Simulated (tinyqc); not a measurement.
# Metal gate on a two-layer dielectric stack with fixed charge and a dipole: what changes with what

Gate, layer 2, layer 1, p-type semiconductor; x runs from the gate inwards. Charges are counted in units of +q. psi is the band bending at the surface, positive towards inversion. Classical charge, Boltzmann statistics, no interface traps.

Inputs (values chosen for the exercise); band and dielectric values close to those of silicon, layer 1 close to silicon nitride, layer 2 close to zirconium oxide:
```
symbol,value,unit,meaning
T,350,K,temperature
Eg,1.14,eV,band gap
eps_r,11.6,,relative permittivity
Nc,3.5e19,cm^-3,conduction-band density of states at T
Nv,3.28e19,cm^-3,valence-band density of states at T
chi,4.04,eV,electron affinity
Na,1e17,cm^-3,acceptor density
pM,5.1,eV,work function of the gate metal
t1,1.4,nm,"thickness of layer 1, next to the semiconductor"
e1,7.77,,relative permittivity of layer 1
t2,4.6,nm,"thickness of layer 2, next to the gate"
e2,25.2,,relative permittivity of layer 2
Q1,6.5e11,cm^-2,fixed charge at the semiconductor interface
Q2,-5e11,cm^-2,fixed charge between the layers
r1,-1e19,cm^-3,uniform charge density in layer 1
r2,0,cm^-3,uniform charge density in layer 2
Vd,0,V,flat-band shift by a dipole layer between the layers
```

Constants: q = 1.602176634e-19 C, kB = 1.380649e-23 J/K, Vt = kB T/q, eps0 = 8.8541878128e-14 F/cm where lengths are in cm. Results are converted to the units shown.

Each table varies one quantity; the others keep the values above.

## Flat band against the thickness t1

EOT = 3.9 (t1/e1 + t2/e2), Cox = eps0/(t1/e1 + t2/e2); phi_ms = pM - (chi + Eg - Vt ln(Nv/Na)). Vfb = phi_ms + Vd - (q/eps0) [Q1 (t1/e1 + t2/e2) + Q2 t2/e2 + r1 (t1^2/(2 e1) + t1 t2/e2) + r2 t2^2/(2 e2)]: each charge counts with its electrical distance from the gate. ni = sqrt(Nc Nv) exp(-Eg/(2 Vt)), Eg in volts, pB = Vt ln(Na/ni), Vth = Vfb + 2 pB + sqrt(4 q eps0 eps_r Na pB)/Cox.

Flat band against the thickness t1:
```
t1 (nm)  EOT (nm)  Vfb (V)  Vth (V)
0.5        0.9629   0.1016   0.9351
1.3         1.364   0.1327   0.9850
2.1         1.766   0.1787    1.050
2.9         2.168   0.2396    1.129
3.6         2.519   0.3051    1.211
4.4         2.920   0.3939    1.319
5.2         3.322   0.4977    1.441
6           3.723   0.6163    1.579
```

Vfb rises from 0.102 to 0.616 V and Vth rises from 0.935 to 1.58 V. The slope dVfb/dEOT is 77.4 mV/nm between the first two rows and 295 between the last two: the charge inside the growing layer bends the line. A line through the end rows meets EOT = 0 at -0.0779 V, against phi_ms + Vd = 0.0947 V; an effective work function read from it is off by -173 mV from pM.

## Flat band against the thickness t2

Same model as above.

Flat band against the thickness t2:
```
t2 (nm)  EOT (nm)  Vfb (V)  Vth (V)
1          0.8575   0.1053   0.9339
2.3         1.059   0.1170   0.9550
3.6         1.260   0.1287   0.9760
4.9         1.461   0.1403   0.9971
6.1         1.647   0.1511    1.017
7.4         1.848   0.1628    1.038
8.7         2.049   0.1744    1.059
10          2.250   0.1861    1.080
```

What does the table show?

Vfb rises from 0.105 to 0.186 V and Vth rises from 0.934 to 1.08 V. The slope dVfb/dEOT is 58.0 mV/nm between the first two rows and 58.0 between the last two: a straight line, set by the charge below the growing layer, which reads as -1.25e12 cm^-2. A line through the end rows meets EOT = 0 at 0.0556 V, against phi_ms + Vd = 0.0947 V; an effective work function read from it is off by -39.1 mV from pM.

tinyqc, about 0.01 s, one thread, Intel Xeon 2.30GHz (shared host): `OMP_NUM_THREADS=1 python tinyqc.py 2010135 2010136 out.jsonl`
